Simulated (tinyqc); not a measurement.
## MOSFET in saturation, small-signal circuit and noise: effect of the temperature on speed and noise

Bias by the inversion coefficient IC = I/Ispec (charge-based model with velocity saturation; weak inversion below 0.1, strong above 10). Common-source circuit: gm, gds, Cgs, Cgd and Cj at the inner nodes, Rg in series with the gate; quasi-static, no source or drain resistance, no gate-body capacitance, no substrate network, no induced gate noise, so fmax is an upper estimate.

Ispec = 2 n mu Cox (W/L) Vt^2, lc = Ls/L, gms = [sqrt((lc IC + 1)^2 + 4 IC) - 1]/[2 + lc (lc IC + 1)], gm = gms Ispec/(n Vt), gds = sg gm. qs = [sqrt(1 + 4 IC) - 1]/2, Cgs = Cox W L qs (2 qs + 3)/(3 (qs + 1)^2) + Cov W, Cgd = Cov W, Cd = Cj W, Rg = Rsh (Wf/L)/(12 Nf) + Rc/W with Nf = W/Wf fingers (not rounded) contacted at both ends. fT = gm/(2 pi (Cgs + Cgd)), fmax = fT/(2 sqrt(Rg (gds + 2 pi fT Cgd))). Channel noise Sid = 4 kB T gam n gm with gam = (1/2 + (2/3) qs)/(1 + qs) + gw lc IC, qs = [sqrt(1 + 4 IC) - 1]/2, lc = Ls/L (the last term an empirical rise with velocity saturation); at the gate, white noise Sw = Sid/gm^2 + 4 kB T Rg. Number fluctuation with correlated mobility: S(f) = K/f, K = q^2 Vt lt Nt/(W L Cox^2) (1 + ac mu Cox I/gm)^2, Vt in eV with Nt per eV. Corner fc = K/Sw. IC is held fixed, and so are mu, n, Ls and Nt.

Inputs (values chosen for the exercise): gate length L = 65 nm; total gate width W = 5 um; gate capacitance Cox = 1.61 uF/cm^2; mobility mu = 200 cm^2/(V s); slope factor n = 1.34; velocity-saturation length Ls = 15 nm; ratio gds/gm sg = 0.063; overlap and fringe capacitance per side Cov = 0.43 fF/um; drain junction capacitance Cj = 0.51 fF/um; sheet resistance of the gate Rsh = 15 ohm; finger width Wf = 1 um; gate contact and vertical resistance Rc = 50 ohm um; inversion coefficient IC = 0.14; short-channel excess of the noise factor gw = 0.1; oxide trap density Nt = 1.1e18 cm^-3 eV^-1; tunnelling length into the oxide lt = 0.1 nm; Coulomb scattering coefficient ac = 0 V s/C.

Constants: q = 1.602176634e-19 C, kB = 1.380649e-23 J/K, Vt = kB T/q. Results are converted to the units shown.

The same in every row: Rg (ohm) = 13.85.

Result of one run:
```
T (K)	I (uA)	fT (GHz)	fmax (GHz)	sqrt(Sw) (nV/Hz^0.5)	fc (MHz)
100	0.6901	1.718	44.84	8.584	3.920
```

What becomes of these results when the temperature T is changed from 100 to 300 K, all else the same?

Result of the changed run:
```
T (K)	I (uA)	fT (GHz)	fmax (GHz)	sqrt(Sw) (nV/Hz^0.5)	fc (MHz)
300	6.211	5.155	77.66	8.593	11.74
```

The whole series:
```
T (K)	I (uA)	fT (GHz)	fmax (GHz)	sqrt(Sw) (nV/Hz^0.5)	fc (MHz)
100	0.6901	1.718	44.84	8.584	3.920
150	1.553	2.578	54.92	8.586	5.877
200	2.760	3.437	63.41	8.588	7.832
250	4.313	4.296	70.90	8.590	9.785
300	6.211	5.155	77.66	8.593	11.74
350	8.454	6.015	83.89	8.595	13.69
400	11.04	6.874	89.68	8.597	15.63
```

As T goes from 100 to 400 K, fT rises from 1.72 to 6.87 GHz, fmax rises from 44.8 to 89.7 GHz, the white noise stays near 8.59 nV/Hz^0.5 and the corner rises from 3.92 to 15.6 MHz. At fixed IC and mobility the current goes as T^2 and gm as T, which is why fT rises; a real mobility would fall with T. In every row fmax exceeds 4 fT, where channel resistance and substrate losses, left out here, would cap it. For T = 100 to 150 K band tails and dopant freeze-out, left out here, change n and the noise.

Numbers from tinyqc (`OMP_NUM_THREADS=1 python tinyqc.py 2150027 2150028 out.jsonl`; about 0.01 s on one thread of a shared Intel Xeon 2.30GHz).
